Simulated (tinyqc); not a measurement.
Inside a calculation. Model: read current of a NAND string, cells in series solved by shooting.

Computed by the program tinyqc: `OMP_NUM_THREADS=1 python tinyqc.py 2142044 2142045 out.jsonl`, one thread of a shared Intel Xeon 2.30GHz, about 0.4 s for the whole run. Printed values are rounded.

Cells in series, numbered from 0 at the source line (0 V) to the bit line, each followed by a gap resistance Rg. A cell with gate Vg, threshold VT, source Vs and drain Vd passes I = 2 nf K Vt^2 [F(Vs) - F(Vd)]/(1 + th max(Vg - VT, 0)), F(V) = ln^2(1 + exp((Vg - VT - nf V)/(2 nf Vt))). The selected cell has Vg = Vr, the others Vg = Vp.

Values chosen for this exercise; values of the order met in vertical NAND strings: temperature T = 358 K; gain factor of a cell K = 26 uA/V^2; slope factor nf = 1.3; mobility reduction factor th = 0.15 1/V; resistance of the gap between cells Rg = 1.9 kohm; bit-line voltage Vbl = 0.5 V; pass voltage Vp = 5.8 V; read voltage on the selected word line Vr = 1.12 V.

Constants: q = 1.602176634e-19 C, kB = 1.380649e-23 J/K, Vt = kB T/q. Results are converted to the units shown.

## Step 1: node voltages for a trial current

first trial current = 1.4 uA
thresholds from the source end, cell 0 to 3 (V): 4.3  4.3  0.3  4.3

For a trial current I start at 0 V and, cell by cell (the selected one is cell 2), solve for the drain: sqrt(F(Vd)) = sqrt(F(Vs) - I/k), k = 2 nf K Vt^2/(1 + th max(Vg - VT, 0)), Vd = [Vg - VT - 2 nf Vt ln(exp(sqrt F) - 1)]/nf, then add I Rg.

node voltage after each cell and gap, trial 1, cell 0 to 3 (V): 0.0475059  0.0970206  0.195451  0.252603

## Step 2: node voltages for a trial current

second trial current = 2.2 uA

As before.

node voltage after each cell and gap, trial 2, cell 0 to 3 (V): 0.0754859  0.156331  0.354659  0.465761

## Course of the secant iteration

Secant steps on the end voltage less Vbl, from the two trials; a trial above the saturation current of a cell has no solution and is moved halfway to the previous trial. Stop below 1e-9 V.

Course of the iteration:
```
iteration   I (uA)  end voltage - Vbl (V)  halvings
1          2.32850                 0.0132         0
2          2.29284               -6.93e-4         0
3          2.29463               -1.41e-5         0
4          2.29467                1.50e-8         0
5          2.29467              -3.25e-13         0
```

Converged in 5 iterations to I = 2.2947 uA. The selected cell takes 42.3 % of the bit-line voltage and the gaps together 3.49 %.
